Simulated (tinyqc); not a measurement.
Defect, radiative and Auger recombination at equal electron and hole densities (ABC model): one step. Shares, lifetimes and light. Three cases, with inputs chosen for the exercise.

Question. Shares of the three paths; lifetime n/G = 1/(Ae + B n + C n^2); differential lifetime 1/(Ae + 2 B n + 3 C n^2) and bandwidth 1/(2 pi tau_d); optical power density ex IQE J Eph/e.

J/(e d) = Ae n + B n^2 + C n^3 with Ae = A + 4 S/w (four side walls, carriers spread evenly), e = 1.602176634e-19 C, lengths in cm; internal efficiency IQE = B n^2/(Ae n + B n^2 + C n^3); all injected carriers recombine in the layer.

Give: shares; lifetime; differential lifetime; bandwidth; optical power density.

Case 1.

Values chosen (orders of magnitude like those quoted for GaN; shifted at random, so the results belong to these values and not to a real crystal): B = 2e-12 cm^3/s (radiative coefficient); C = 2.7e-31 cm^6/s (Auger coefficient); J = 1.1 A/cm^2 (current density); ex = 0.14 (extraction efficiency); Eph = 2.73 eV (photon energy).

Ae = 2.80000e+07 1/s
n = 1.12239e+18 1/cm^3

Answer.

shares: defect 0.9155, radiative 0.0734, Auger 0.0111

lifetime = 32.7 ns
differential lifetime = 29.8 ns
bandwidth = 5.33 MHz
optical power density = 0.0309 W/cm^2

Case 2.

Values chosen (orders of magnitude like those quoted for Si; shifted at random, so the results belong to these values and not to a real crystal): B = 5.7e-15 cm^3/s (radiative coefficient); C = 9.7e-31 cm^6/s (Auger coefficient); J = 0.16 A/cm^2 (current density); ex = 0.71 (extraction efficiency); Eph = 1.11 eV (photon energy).

Ae = 4100.00 1/s
n = 8.17672e+15 1/cm^3

Answer.

shares: defect 0.9735, radiative 0.0111, Auger 0.0154

lifetime = 2.37e+05 ns
differential lifetime = 2.28e+05 ns
bandwidth = 0.000698 MHz
optical power density = 0.00140 W/cm^2

Case 3.

Values chosen (orders of magnitude like those quoted for InGaAs; shifted at random, so the results belong to these values and not to a real crystal): B = 1.2e-10 cm^3/s (radiative coefficient); C = 3.3e-29 cm^6/s (Auger coefficient); J = 7.3 A/cm^2 (current density); ex = 0.32 (extraction efficiency); Eph = 0.82 eV (photon energy).

Ae = 3.00000e+07 1/s
n = 1.59807e+17 1/cm^3

Answer.

shares: defect 0.5998, radiative 0.3834, Auger 0.0168

lifetime = 20.0 ns
differential lifetime = 14.1 ns
bandwidth = 11.3 MHz
optical power density = 0.734 W/cm^2

The defect path is the largest; the device runs below its efficiency peak, where the defect and Auger shares are equal.

Computed by tinyqc, one run a case: `OMP_NUM_THREADS=1 python tinyqc.py N N+1 out.jsonl` with N = 1682618, 1682627, 1682640; one thread of a shared Intel(R) Xeon(R) Processor @ 2.30GHz, about 0.01 s a run at most.
